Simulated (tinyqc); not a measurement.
# Disorder from G

Inverse problem. In a one-dimensional band with self-consistent Born disorder, 1/G^2 = (z - D G)^2 - 4 t^2, z = E + i eta, where z - D G has a positive imaginary part. Find D and Sigma = D G.

Inputs (values chosen for the exercise):
```
symbol  value  unit                      meaning
t         0.6    eV                      hopping
eta     0.018    eV              bare broadening
E       1.456    eV  energy from the band centre
```

G = 1.3322294-0.8851667i 1/eV

Solution. z - D G is the root of 1/G^2 + 4 t^2 with positive imaginary part; then D = (z - root)/G.

D = 0.140 eV^2
Sigma = 0.187-0.124i eV

Computed by the program tinyqc: `OMP_NUM_THREADS=1 python tinyqc.py 2720133 2720134 out.jsonl`, one thread of a shared Intel Xeon 2.30GHz, about 0.02 s for the whole run.
